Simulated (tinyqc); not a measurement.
Delay unit and parasitic delay from two ring oscillators.

Problem. A ring of 11 inverters oscillates at 1/(2 x 11 d), with stage delay d = tau (h + p) for fan-out h. Find tau, p and the delay at fan-out 4.

frequencies of 11-stage ring oscillators with fan-out 1 and 4 (GHz): 9.8029989  3.5190253

Solution. d is a straight line in h with slope tau and intercept tau p.

tau = 2.760 ps
p = 0.6800
delay at fan-out 4 = 12.92 ps

Program tinyqc, `OMP_NUM_THREADS=1 python tinyqc.py 2082158 2082159 out.jsonl`; Intel Xeon 2.30GHz, shared host, one thread, about 0.01 s.
